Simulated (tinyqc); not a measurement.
Junction parameters from two forward currents.

Inverse problem. D(v) = J1 (exp(v/Vt) - 1) + J2 (exp(v/(2 Vt)) - 1). Find J1, J2 and the voltage 2 Vt ln(J2/J1) near which both parts are equal.

Inputs (values chosen for the exercise):
- T = 300 K (temperature)

Constants: q = 1.602176634e-19 C, kB = 1.380649e-23 J/K, Vt = kB T/q. Results are converted to the units shown.

junction voltages (V): [0.31, 0.62]
currents (uA/um): [3.8780373e-6, 0.025972550]

Solution. The current is linear in J1 and J2, so two points give two equations.

J1 = 9.40e-13 uA/um
J2 = 9.30e-9 uA/um
crossover = 0.476 V

tinyqc, about 0.2 s, one thread, Intel Xeon 2.30GHz (shared host): `OMP_NUM_THREADS=1 python tinyqc.py 2182078 2182079 out.jsonl`
